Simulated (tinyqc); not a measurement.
MOS capacitor with interface traps: C-V stretch-out, conductance peak and subthreshold swing: one step, computed by the program tinyqc.

Energies at the interface are counted from the valence band. psi > 0 means bending towards depletion, so the surface potential is +psi. Boltzmann statistics, full ionisation, no quantum confinement. Traps are neutral when filled up to E_n, with a sharp (zero-temperature) occupation.

Problem. Conductance peak. v = sqrt(3 k_B T/m) with the majority mass; surface density n_s = N exp(-psi/k_B T); tau = 1/(sigma v n_s); for a continuum of levels G_p/omega = C_it ln(1 + omega^2 tau^2)/(2 omega tau), which peaks at omega tau = 1.98, the frequency 1.98/(2 pi tau); potential fluctuations are left out.

Inputs (values chosen for the exercise, modelled on InP, with an insulator like HfO2):
```
quantity,value,unit
hole mass m_h,0.588,m_0
doping N,1.1e+16,cm^-3
capture cross-section sigma,1e-17,cm^2
band bending towards depletion psi,0.79,V
temperature T,400,K
```

Substrate: p-type. Trap spectrum: flat plus a Gaussian peak.

k_B T = 0.03446933 eV

C_it = 0.06891626 microF/cm^2

Constants: k_B = 1.380649e-23 J/K; m_0 = 9.1093837015e-31 kg.

Give: v; n_s; trap time constant; peak frequency; peak of G_p/omega.

Solution.

v = 1.759e+07 cm/s

n_s = 1.224e+06 cm^-3

trap time constant = 4645 s

peak frequency = 6.784e-05 Hz

peak of G_p/omega = 0.02773 microF/cm^2

Caution: near and beyond midgap the traps also exchange with the minority band, so this majority-carrier time constant and peak do not apply.
